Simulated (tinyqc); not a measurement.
Inside a calculation. Method: empirical pseudopotential in a few plane waves. One step of it, computed by the program tinyqc.

Problem. Levels at G. Diagonalise the Hermitian matrix.

H(k) at G (eV):
```
           +0+0+0     -1-1-1     -1-1+1     -1+1-1     -1+1+1     +1-1-1     +1-1+1     +1+1-1
+0+0+0   0.000000   2.347445  -2.347445  -2.347445  -2.347445  -2.347445  -2.347445  -2.347445
-1-1-1   2.347445  14.286679   0.000000   0.000000  -0.802736   0.000000  -0.802736  -0.802736
-1-1+1  -2.347445   0.000000  14.286679   0.802736   0.000000   0.802736   0.000000   0.000000
-1+1-1  -2.347445   0.000000   0.802736  14.286679   0.000000   0.802736   0.000000   0.000000
-1+1+1  -2.347445  -0.802736   0.000000   0.000000  14.286679   0.000000   0.802736   0.802736
+1-1-1  -2.347445   0.000000   0.802736   0.802736   0.000000  14.286679   0.000000   0.000000
+1-1+1  -2.347445  -0.802736   0.000000   0.000000   0.802736   0.000000  14.286679   0.802736
+1+1-1  -2.347445  -0.802736   0.000000   0.000000   0.802736   0.000000   0.802736  14.286679
+1+1+1   2.347445   0.000000  -0.802736  -0.802736   0.000000  -0.802736   0.000000   0.000000
-2+0+0   0.000000  -2.347445  -2.347445  -2.347445   2.347445   0.731172  -0.731172  -0.731172
+0-2+0   0.000000  -2.347445  -2.347445   0.731172  -0.731172  -2.347445   2.347445  -0.731172
+0+0-2   0.000000  -2.347445   0.731172  -2.347445  -0.731172  -2.347445  -0.731172   2.347445
+0+0+2   0.000000  -0.731172   2.347445  -0.731172  -2.347445  -0.731172  -2.347445   0.731172
+0+2+0   0.000000  -0.731172  -0.731172   2.347445  -2.347445  -0.731172   0.731172  -2.347445
+2+0+0   0.000000  -0.731172  -0.731172  -0.731172   0.731172   2.347445  -2.347445  -2.347445

           +1+1+1     -2+0+0     +0-2+0     +0+0-2     +0+0+2     +0+2+0     +2+0+0
+0+0+0   2.347445   0.000000   0.000000   0.000000   0.000000   0.000000   0.000000
-1-1-1   0.000000  -2.347445  -2.347445  -2.347445  -0.731172  -0.731172  -0.731172
-1-1+1  -0.802736  -2.347445  -2.347445   0.731172   2.347445  -0.731172  -0.731172
-1+1-1  -0.802736  -2.347445   0.731172  -2.347445  -0.731172   2.347445  -0.731172
-1+1+1   0.000000   2.347445  -0.731172  -0.731172  -2.347445  -2.347445   0.731172
+1-1-1  -0.802736   0.731172  -2.347445  -2.347445  -0.731172  -0.731172   2.347445
+1-1+1   0.000000  -0.731172   2.347445  -0.731172  -2.347445   0.731172  -2.347445
+1+1-1   0.000000  -0.731172  -0.731172   2.347445   0.731172  -2.347445  -2.347445
+1+1+1  14.286679  -0.731172  -0.731172  -0.731172  -2.347445  -2.347445  -2.347445
-2+0+0  -0.731172  19.048905   0.802736   0.802736  -0.802736  -0.802736   0.000000
+0-2+0  -0.731172   0.802736  19.048905   0.802736  -0.802736   0.000000  -0.802736
+0+0-2  -0.731172   0.802736   0.802736  19.048905   0.000000  -0.802736  -0.802736
+0+0+2  -2.347445  -0.802736  -0.802736   0.000000  19.048905   0.802736   0.802736
+0+2+0  -2.347445  -0.802736   0.000000  -0.802736   0.802736  19.048905   0.802736
+2+0+0  -2.347445   0.000000  -0.802736  -0.802736   0.802736   0.802736  19.048905
```

Give: eigenvalues.

Solution.

eigenvalues (eV): [-2.3186, 9.5097, 9.5097, 9.5097, 13.2251, 13.4839, 13.4839, 13.4839, 17.4434, 17.4434, 19.0135, 23.0232, 23.0232, 23.0232, 25.7296]
